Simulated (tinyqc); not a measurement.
What an interlayer buys: scattering of inversion-layer electrons by surface optical phonons of the gate insulator (remote phonon scattering). Computed by tinyqc, a small Python program. Command: `OMP_NUM_THREADS=1 python tinyqc.py 3110380 3110381 out.jsonl sophonon walk`. One thread of a shared host (Intel(R) Xeon(R) Processor @ 2.30GHz), about 0.01 s of CPU time with the checks.

One subband with the Fang-Howard envelope; insulator and channel are half-spaces, the gate is far away, and an interlayer only moves the polar surface away by t (its own modes and its permittivity contrast are left out).

Inputs (values chosen for the exercise, modelled on HfO2 on silicon):

| quantity | value | unit |
|---|---|---|
| static constant of the insulator eps_0s | 21.6 | - |
| intermediate constant eps_i | 6.51 | - |
| optical constant eps_inf | 5.02 | - |
| hbar omega_TO1 | 12.1 | meV |
| hbar omega_TO2 | 48.8 | meV |
| constant of the channel eps_s | 11.7 | - |
| in-plane mass m | 0.19 | m_0 |
| valleys g_v | 2 | - |
| sheet density n | 8.3e+12 | 1/cm^2 |
| mean distance of the electrons z0 = 3/b | 1.4 | nm |
| interlayer thickness t | 0 | nm |
| temperature T | 300 | K |
| mobility from other processes | 350 | cm^2/(V s) |

Screening by the channel electrons: none.

Constants: k_B = 8.617333262e-05 eV/K; hbar^2/(2 m_0) = 3.80998212 eV angstrom^2; e^2/(4 pi eps_0) = 14.39964548 eV angstrom; hbar = 6.582119569e-16 eV s; e = 1.602176634e-19 C; m_0 = 9.1093837015e-31 kg.

Method:
- eps(w) = eps_inf + (eps_0s - eps_i) w1^2/(w1^2 - w^2) + (eps_i - eps_inf) w2^2/(w2^2 - w^2). Surface modes solve eps(w) + eps_s = 0, a quadratic in w^2; the strength of a mode is g = 2/(w d eps/dw).
- Occupation N = 1/(exp(hbar w/(k_B T)) - 1).
- Density of states D = g_v m/(pi hbar^2); eta = E_F/(k_B T) = ln(exp(n/(D k_B T)) - 1); screening wave number q_s = e^2 D/(2 eps_0 eps_avg) x 1/(1 + exp(-eta)), eps_avg = (eps_s + eps_inf)/2; b = 3/z0.
- For a mode of strength g, without the occupation factor, Area x |M(q)|^2 = e^2 hbar w g/(2 eps_0 q) x (b/(b + q))^6 exp(-2 q t).
- Approximate momentum relaxation rate, taking tau v alike in the initial and final states: 1/tau = (m/(2 pi hbar^3)) sum over modes and over absorption (N, E' = E + hbar w) and emission (N + 1, E' = E - hbar w > 0) of [(1 - f(E'))/(1 - f(E))] int_0^(2 pi) Area |M(q)|^2 (1 - cos theta) d theta, q^2 = k^2 + k'^2 - 2 k k' cos theta, f the Fermi function; 48 midpoints in theta from 0 to pi.
- mu = (e/m) int tau E f (1 - f) dE/(k_B T int f dE), by 300 midpoints from 0 to (max(eta, 0) + 14) k_B T; Matthiessen sum with the other processes.

hbar omega_SO (meV): 1 16.3247, 2 51.0462

strengths g: 1 0.0243666, 2 0.0054119

occupations N: 1 1.13589, 2 0.16120

b = 2.14286 1/nm

q_s = 1.49062 1/nm

eta = 1.88064

Against the interlayer thickness:

| t (nm) | remote-phonon mobility (cm^2/(V s)) | total (cm^2/(V s)) |
|---|---|---|
| 0.0 | 1525 | 284.68 |
| 0.3 | 2442 | 306.13 |
| 0.6 | 3710 | 319.82 |
| 1.0 | 6001 | 330.71 |
| 1.5 | 9900 | 338.05 |
| 2.0 | 15027 | 342.03 |
| 3.0 | 29401 | 345.88 |

What does the comparison show, and why?

1 nm of interlayer raises the remote-phonon mobility by a factor 3.93, as exp(2 q t) with an effective q of 0.68 per nm; between 2 and 3 nm the effective q is 0.34. The total goes from 285 to 331 over the first nanometre.

Extremes, crossings and ranges named in words are read from the listed rows.
